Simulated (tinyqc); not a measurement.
Inside a calculation. Method: lattice vibrations of a chain. Computed by tinyqc, a small Python program that keeps every step. Command: `OMP_NUM_THREADS=1 python tinyqc.py 27510 27511 out.jsonl` (the two numbers bound the seeds that draw the settings). One thread of a shared host (Intel(R) Xeon(R) Processor @ 2.60GHz), about 0.01 s of CPU time with the checks.

## Dynamical matrix at q = 0.11

A chain moving along its axis:
```
atom   mass (u)  spring to the next atom (eV/angstrom^2)
1     45.400000                                26.600000
2     26.200000                                20.300000
```

q is in units of 2 pi/a. A spring k from atom i to atom j, n cells on, adds k to Phi_ii and Phi_jj, -k exp(2 pi i q n) to Phi_ij and the conjugate to Phi_ji (for one atom a cell: 2k (1 - cos 2 pi q n)); D_ij = Phi_ij / sqrt(m_i m_j).

D(q) (eV/(angstrom^2 u)):
```
                     1                    2
1             1.033040  -1.224785+0.375185i
2  -1.224785-0.375185i             1.790076
```

## Frequencies

omega^2 are the eigenvalues; wavenumber = 521.4708 sqrt(eigenvalue) 1/cm.

eigenvalues: 0.075841  2.747275

wavenumbers (1/cm): 143.6  864.3

weights |e|^2 of the mass-weighted modes:
```
          mode 1    mode 2
atom 1  0.641691  0.358309
atom 2  0.358309  0.641691
```

## Dispersion and heat capacity

C/k_B per atom = mean over q = (j + 1/2)/80, j = 0..39 and all branches of y^2 e^y/(e^y - 1)^2, y = hc wavenumber / k_B T.

Wavenumbers (1/cm):
```
q           branch 1    branch 2
0.000000    0.000000  876.182110
0.062500   81.950124  872.341256
0.125000  162.885716  860.908435
0.187500  241.733316  842.175809
0.250000  317.254547  816.728010
0.312500  387.786475  785.695068
0.375000  450.491447  751.500197
0.437500  499.039886  720.176563
0.500000  519.189103  705.788753
```

Heat capacity:
```
T (K)  C/k_B per atom
20           0.034855
50           0.087839
100          0.181679
200          0.387328
300          0.573772
600          0.843300
1200         0.955905
```

zero-point energy per atom = 34.282516 meV
